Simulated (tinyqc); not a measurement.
Inversion-layer mobility, back-scattering and ballistic limit of a field-effect transistor: one step, computed by the program tinyqc.

The charge at the top of the source barrier is fixed by the gate; series resistance and short-channel effects are left out. F_j are Fermi integrals normalised to exp(eta) in the classical limit.

Question. Ballistic limit. F_j(eta) = (1/Gamma(j + 1)) int_0^infinity x^j/(1 + exp(x - eta)) dx, F_0 = ln(1 + exp(eta)). Integrals over x = E/(k_B T) use 160 Gauss-Legendre points in u = sqrt(x) from 0 to sqrt(max(eta, 0) + 32). Ballistic channel: N_2D = g_v m k_B T/(pi hbar^2), U = e V_D/(k_B T); eta_F solves N_inv = (N_2D/2)[F_0(eta_F) + F_0(eta_F - U)]; v_T = sqrt(2 k_B T/(pi m)); I/W = e (N_2D/2) v_T [F_1/2(eta_F) - F_1/2(eta_F - U)]; injection velocity v_T F_1/2(eta_F)/F_0(eta_F).

Inputs (values chosen for the exercise, modelled on a 4H-SiC n-channel):

| quantity | value | unit |
|---|---|---|
| transport mass m | 0.3 | m_0 |
| valley degeneracy g_v | 3 | - |
| drain voltage V_D | 0.76 | V |
| temperature T | 200 | K |

Statistics at the top of the barrier: Fermi-Dirac.

inversion density N_inv = 1.900562e+13 1/cm^2

Constants: m_0 = 9.1093837015e-31 kg; k_B = 1.380649e-23 J/K; hbar = 1.054571817e-34 J s; k_B = 8.617333262e-05 eV/K; e = 1.602176634e-19 C.

Give: N_2D; eta_F; thermal velocity v_T; injection velocity; ballistic current I/W.

Answer.

N_2D = 6.4795e+12 1/cm^2

eta_F = 5.8635

thermal velocity v_T = 0.80203 1e7 cm/s

injection velocity = 1.5144 1e7 cm/s

ballistic current I/W = 4611.3 microampere/micrometre

Degeneracy raises the injection velocity by a factor 1.89.
